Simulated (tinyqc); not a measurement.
Potential-pH (Pourbaix) lines of a metal, its cation, its oxide and an oxyanion, with a complexing ligand: one step, computed by the program tinyqc. Command: `OMP_NUM_THREADS=1 python tinyqc.py 3001559 3001560 out.jsonl pourb walk`. One thread of a shared host (Intel(R) Xeon(R) Processor @ 2.30GHz), about 0.01 s of CPU time with the checks.

Potentials are against the standard hydrogen electrode; solids and water have unit activity; dG_f of M, H+ and the electron is zero; F = e N_A and s = R T ln(10)/F. The cation carries z = 3.

Problem. Vertical lines. M3+ + 3e = M; (1/2) M2O3 + 3H+ + 3e = M + (3/2) H2O; MO2(-) + 4H+ + 3e = M + 2H2O. For each, E0 = -dG/(z F), and E = E0 + (s/z) log10 a - (s n_H/z) pH, with no activity term for the oxide. Two oxidised species coexist where their lines against the metal cross: pH1 (cation/oxide) = [E0(oxide) - E0(cation)]/s - (log10 a)/z; pH2 (oxide/oxyanion) = {[E0(oxyanion) - E0(oxide)]/s + (log10 a)/z}/(4/z - 1).

Inputs (values chosen for the exercise, for a model metal): temperature T = 298.15 K; log10 of the dissolved activity a = -6.

Species: M, M3+, M2O3, MO2(-).

E0 (V): cation -0.4988668, oxide -0.4862052, oxyanion -0.1735670

s = 0.05915935 V

Give: pH1; pH2; width of the oxide field, pH2 - pH1.

Solution.

pH1 = 2.214

pH2 = 9.854

width of the oxide field, pH2 - pH1 = 7.640

The oxide is stable from pH 2.21 to 9.85; each decade less of dissolved metal narrows this field by 1.33 pH units.
